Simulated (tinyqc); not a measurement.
# Worked calculation: quantum limit of the contact resistance of a two-dimensional channel

tinyqc, about 0.01 s, one thread, Intel Xeon 2.30GHz (shared host): `OMP_NUM_THREADS=1 python tinyqc.py 2760038 2760039 out.jsonl` Printed values are rounded.

Parabolic band with gv valleys, C = hbar^2/(2 m0), eta = (EF - Ec)/(kB T). Landauer picture: each mode conducts 2 q^2/h, and the contacts and the channel add incoherently in series, 1/Tt - 1 = 2 (1/tc - 1) + L/lam for the total transmission Tt.

Parameters, values chosen for the exercise:
- T = 300 K (temperature)
- m = 0.079 m0 (mass)
- gv = 3 (valleys)
- n = 5.6e12 cm^-2 (carrier density)
- tc = 0.49 (transmission of each contact)
- lam = 35 nm (back-scattering length of the channel)
- L = 140 nm (channel length)

Constants: q = 1.602176634e-19 C, kB = 1.380649e-23 J/K, hbar = 1.054571817e-34 J s, h = 6.62607015e-34 J s, m0 = 9.1093837015e-31 kg, Vt = kB T/q, hbar^2/(2 m0) = 0.0380998212 eV nm^2. Results are converted to the units shown.

## Fermi level and modes

n = N ln(1 + exp(eta)), N = gv m kB T/(2 pi C); modes per width M = gv sqrt(m kB T/C) Fm(eta)/(2 sqrt(pi)), Fm(x) = (1/sqrt(pi)) int_0^infinity u^(-1/2)/(1 + exp(u - x)) du; at zero temperature M0 = gv kF/pi, kF = sqrt(2 pi n/gv). kB T in eV.

N = 2.55941e12 cm^-2
eta = 2.06906
M = 292.542 1/um
M0 = 327.035 1/um

The zero-temperature count is 12 % above the thermal one.

## Resistances

RQ = (h/2q^2)/M for the whole device, R = RQ/Tt; the part of one contact is Rc = RQ (1/tc - 1/2) and the channel adds RQ L/lam.

RQ = 44.1181 ohm um
Rc = 67.9779 ohm um
channel = 176.472 ohm um
R = 312.428 ohm um
Tt = 0.141210

The two contacts make up 43.5 % of R.
